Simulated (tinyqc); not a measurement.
Long-channel MOSFET, surface-potential model: one step of the calculation.

n-channel transistor on a uniformly doped p-type body, gradual-channel approximation, constant mobility, Boltzmann statistics, full ionisation. Potentials are counted from the neutral body; V is the electron quasi-Fermi potential, Vsb at the source and Vsb + Vds at the drain. Charges are magnitudes per area.

Problem. Charges and current of the charge-sheet model. psi_0 and psi_L solve Vgs + Vsb - Vfb - psi = gamma sqrt(G) at V = Vsb and Vsb + Vds. Qi = Cox gamma [sqrt(G) - sqrt(psi - Vt)], G = psi - Vt + Vt exp((psi - 2 phiF - V)/Vt), at both ends. With U = Vgs + Vsb - Vfb: drift = mu (W/L) Cox [U (psi_L - psi_0) - (psi_L^2 - psi_0^2)/2 - (2/3) gamma ((psi_L - Vt)^1.5 - (psi_0 - Vt)^1.5)]; diffusion = mu (W/L) Vt (Qi0 - QiL).

Parameters, values chosen for the exercise; material values close to those of silicon:
- T = 293 K (temperature)
- Vfb = -0.44 V (flat-band voltage)
- mu = 110 cm^2/(V s) (channel mobility)
- W = 1 um (gate width)
- L = 5 um (gate length)
- Vsb = 0 V (source-body reverse bias)
- Vgs = 2.15 V (gate-source voltage)
- Vds = 0.1 V (drain-source voltage)

Constants: q = 1.602176634e-19 C, kB = 1.380649e-23 J/K, Vt = kB T/q. Results are converted to the units shown.

psi_0 = 0.97145927 V
psi_L = 1.0266417 V
phiF = 0.46279305 V
Cox = 0.34327005 uF/cm^2
gamma = 1.5421307 V^0.5

Find: Qi0; QiL; drift current; diffusion current; drain current.

Solution.

Qi0 = 40.663 nC/cm^2
QiL = 6.9182 nC/cm^2
drift current = 0.028840 uA
diffusion current = 0.018744 uA
drain current = 0.047584 uA

Drift carries 60.6 % of the current.

Computed by the program tinyqc: `OMP_NUM_THREADS=1 python tinyqc.py 2360090 2360091 out.jsonl`, one thread of a shared Intel Xeon 2.30GHz, about 0.05 s for the whole run.
